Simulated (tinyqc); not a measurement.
From results back to parameters: averaged masses of warped heavy- and light-hole bands. Three cases, with inputs chosen for the exercise.

Problem. For B along [111] the central orbits have s = 1/4 all round, so the cyclotron masses are 1/(g1 -/+ sqrt(g2^2 + 3 g3^2)). They are given with the heavy-hole mass along [100], 1/(g1 - 2 g2); g2 and g3 are positive.

Find: g1; sqrt(g2^2 + 3 g3^2); g2; g3.

Method. The mean of the two inverse cyclotron masses is g1 and half their difference is the root; g2 = (g1 - 1/m[100])/2, and g3 follows.

Case 1.

heavy and light cyclotron mass for B along [111]; heavy mass along [100] (m0): 0.5640860  0.1469028  0.2770083

Solution.

g1 = 4.29
sqrt(g2^2 + 3 g3^2) = 2.517
g2 = 0.34
g3 = 1.44

Case 2.

heavy and light cyclotron mass for B along [111]; heavy mass along [100] (m0): 0.5101052  0.0263022  0.3344482

Solution.

g1 = 19.99
sqrt(g2^2 + 3 g3^2) = 18.030
g2 = 8.50
g3 = 9.18

Case 3.

heavy and light cyclotron mass for B along [111]; heavy mass along [100] (m0): 0.9326749  0.1112617  0.5464481

Solution.

g1 = 5.03
sqrt(g2^2 + 3 g3^2) = 3.958
g2 = 1.60
g3 = 2.09

Computed by tinyqc, one run a case: `OMP_NUM_THREADS=1 python tinyqc.py N N+1 out.jsonl` with N = 1081557, 1081559, 1081576; one thread of a shared Intel(R) Xeon(R) Processor @ 2.30GHz, about 0.03 s a run at most.
